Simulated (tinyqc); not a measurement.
Worked calculation: heavy doping: gap narrowing, degeneracy and the minority density. Values are carried at full precision from step to step, so a last printed digit may differ when a step is redone from the rounded ones.

Empirical narrowing (Slotboom form, constants chosen for the exercise; published fits of this form give the apparent narrowing, here it is taken as the true one): dEg = E0 [ln(N/N0) + sqrt(ln(N/N0)^2 + C)].

Constants: kB = 8.617333262e-05 eV/K; e^2/(4 pi eps0) = 14.39964547 eV angstrom.

Inputs chosen for the exercise (gap and densities of states near those of Si at this temperature; narrowing constants near the fits for Si; the results hold for these values, not for the real material):
```
symbol  value     unit    meaning
N       1.7e+18   1/cm^3  ionised donors, equal to the majority density
E0      6.73      meV     narrowing scale
N0      9e+16     1/cm^3  onset density
C       0.5               smoothing constant
Nc      3.44e+19  1/cm^3  conduction-band density of states
Eg      1.109     eV      gap
Nv      1.42e+19  1/cm^3  valence-band density of states
T       350       K
eps     11.8              dielectric constant
Mv      6                 majority valleys
```

## Gap narrowing

Evaluate at N.

ln(N/N0) = 2.9386
dEg (empirical fit) = 40.12 meV

Well above N0 each decade of doping adds 2 E0 ln 10 = 31.0 meV.

## Degeneracy of the majority band

F_j(eta) = (1/Gamma(j + 1)) integral_0^infinity x^j dx/(1 + exp(x - eta)), which tends to exp(eta) for eta << 0.

Majority: N = Nc F_1/2(eta), eta the distance of EF beyond the majority band edge in kT. Degeneracy factor gam = F_1/2(eta)/exp(eta). ni0^2 = Nc Nv exp(-Eg/kT); product n p = ni0^2 gam exp(dEg/kT), dEg the true narrowing; apparent narrowing dEa = dEg + kT ln gam; minority density = n p/N.

Solve for eta and form gam.

N/Nc = 0.04942
eta = -2.9900
gam = 0.9827

## Product and minority density

Combine both effects.

ni0 = 2.29e+11 1/cm^3
exp(dEg/kT) = 3.78
dEa = 39.6 meV
sqrt(n p) = 4.42e+11 1/cm^3
minority density = 1.15e+05 1/cm^3

Narrowing multiplies the product by 3.78 and degeneracy by 0.983; together they change the minority density by a factor 3.72 against ni0^2/N.

## Two estimates of the size

Two physical estimates, e2 = e^2/(4 pi eps0), N in 1/angstrom^3: exchange shift at the Fermi level, Ex = (e2/eps) kF/pi with kF = (3 pi^2 N/Mv)^(1/3); screened-pair energy (Lanyon-Tuft), Es = (3/4)(e2/eps) qs with qs^2 = (4 pi e2 N/(eps kT)) F_-1/2(eta)/F_1/2(eta).

Evaluate both at N.

kF = 0.02032 1/angstrom
Ex = 7.89 meV
Es = 26.68 meV

Against the fitted dEg = 40.1 meV, Ex is 0.20 and Es 0.66 times as large; each keeps one mechanism only, and Ex assumes a strongly degenerate gas, while here eta is only -2.99.

## Checks

- Minority density against the Boltzmann occupation of the other band at the narrowed gap (1/cm^3): both 1.147e+05.

Computed by tinyqc, a small Python program: `OMP_NUM_THREADS=1 python tinyqc.py 1680194 1680195 out.jsonl` (the numbers bound the seed that draws the inputs); one thread of a shared host (Intel(R) Xeon(R) Processor @ 2.30GHz), about 0.01 s for the whole set of steps.
